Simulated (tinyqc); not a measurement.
Effective mass of the heavy-hole band from tabulated energies, step by step. Values are carried at full precision from step to step, so a last printed digit may differ when a step is redone from the rounded ones.

c = hbar^2/2m0. A uniform scatter of up to 0.3 meV has been added to mimic numerical noise.
Constants: hbar^2/2m0 = 3.80998211 eV angstrom^2.

## Finite differences

Energies along [110], from the band edge downward:
```
k (1/angstrom)  E (meV)
0.00000          0.0000
0.01200          0.6750
0.02400          3.1858
0.03600          6.9709
0.04800         12.3024
0.06000         18.7898
0.07200         25.8154
0.08400         33.7832
0.09600         42.2263
```

reference mass (curvature of the model at k = 0.0001 1/angstrom) = 0.68640 m0

The band is even in k. m = c k^2/E(k) from the points 1, 2, 4 (k = 0 is point 0); Richardson from points 1 and 2: c/m = [16 E(k1) - E(k2)]/(12 k1^2).

m from points 1, 2, 4 (m0): 0.81280  0.68885  0.71354

m by Richardson = 0.86465 m0

Errors against the reference: +18.41, +0.36 and +3.95 % and +25.97 %. The extrapolation does not help: a scatter of 0.3 meV is 44 % of the first energy, and the formula weights that point by 4/3.

## Least squares over all points

Fit E = a k^2 (a = sum k^2 E/sum k^4), then E = a k^2 + b k^4 from the normal equations; E in eV; m = c/a.

sums of k^4, k^6, k^8: 0.00018190  1.3346e-06  1.0614e-08

sums of k^2 E, k^4 E: 0.00086831  6.2838e-06

a, one term = 4.7737 eV angstrom^2

a and b, two terms: 5.553  -106.3

m, one and two terms (m0): 0.79812  0.68608

The parabola over all points errs by +16.3 % because the weights k^4 favour the outer points; the second term brings the error to 0.0 %.

## The non-parabolic form

E (1 + alpha E) = c k^2/m means that y = c k^2/E is a straight line in E with intercept m and slope m alpha. Fit the line by unweighted least squares over points 1 to 8, E in eV.

y (m0): 0.81280  0.68885  0.70834  0.71354  0.72997  0.76508  0.79576  0.83154

m = 0.71816 m0
alpha = 2.912 1/eV

The intercept errs by +4.63 %. The scatter of the first points, divided by small energies, tilts an unweighted line. For this band the scale of alpha is set by Dso = 0.34 eV as well as by the gap.

## Checks

- Two-term fit by normal equations against a least-squares routine: both 5.55328.

(tinyqc, `OMP_NUM_THREADS=1 python tinyqc.py 1880099 1880100 out.jsonl`, Intel(R) Xeon(R) Processor @ 2.30GHz, 1 thread, shared host, about 0.01 s.)
